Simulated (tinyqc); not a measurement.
The three schemes as the step is halved: finite-difference solution of the diffusion equation on a small grid. Computed by tinyqc, a small Python program. Command: `OMP_NUM_THREADS=1 python tinyqc.py 3001480 3001481 out.jsonl fdiff walk`. One thread of a shared host (Intel(R) Xeon(R) Processor @ 2.30GHz), about 0.01 s of CPU time with the checks.

dC/dt = D d2C/dx2 on nodes x_j = j dx, j = 0..9; the far end is sealed.

Inputs (values chosen for the exercise):

| quantity | value | unit |
|---|---|---|
| diffusivity D | 0.053 | nm^2/s |
| grid spacing dx | 10 | nm |
| time step dt | 250 | s |
| final time t_f | 7500 | s |

Boundary at x = 0: sealed surface. Scheme: explicit.

start values C_j, j = 0, 1, ... (% of a reference): 69.4  100  73.4  22.5  5.62  0  0  0  0  0

Method:
- The operator M acts as (M C)_j = C_(j-1) - 2 C_j + C_(j+1); at the sealed far end a mirror node gives 2 C_(N-2) - 2 C_(N-1); at j = 0, a mirror node gives 2 C_1 - 2 C_0.
- r = D dt/dx^2.
- The mode of M with eigenvalue mu has its amplitude multiplied per step by g = (1 + (1 - theta) r mu)/(1 - theta r mu), with theta = 0 explicit, 1 implicit, 1/2 Crank-Nicolson; the explicit scheme is stable for r up to 2/|mu_min|.
- With r = D dt/dx^2: (1 - theta r M) C(new) = (1 + (1 - theta) r M) C(old); theta = 0 explicit, 1 implicit, 1/2 Crank-Nicolson.
- Each run reaches t_f in n equal steps; errors are the largest difference from exp(M D t_f/dx^2) C(0). A dash marks unstable explicit runs.

largest stable r of the explicit scheme = 0.5

Largest error at t_f (%):

| steps n | r | explicit | implicit | Crank-Nicolson |
|---|---|---|---|---|
| 4 | 0.99375 | - | 2.2103 | 2.4650e-01 |
| 8 | 0.49688 | 4.3834 | 1.1912 | 3.9806e-02 |
| 16 | 0.24844 | 0.6451 | 0.6148 | 9.8362e-03 |
| 32 | 0.12422 | 0.3193 | 0.3118 | 2.4513e-03 |
| 64 | 0.06211 | 0.1588 | 0.1569 | 6.1234e-04 |
| 128 | 0.03105 | 0.0792 | 0.0787 | 1.5305e-04 |
| 256 | 0.01553 | 0.0395 | 0.0394 | 3.8262e-05 |

From the last two rows, halving the step divides the error by 2.00 (explicit), 2.00 (implicit), 4.00 (Crank-Nicolson): a factor 2 marks first order in dt and 4 second order. The explicit scheme needs n of at least 8 to be stable; the other two are stable at any step.

Extremes, crossings and ranges named in words are read from the listed rows.
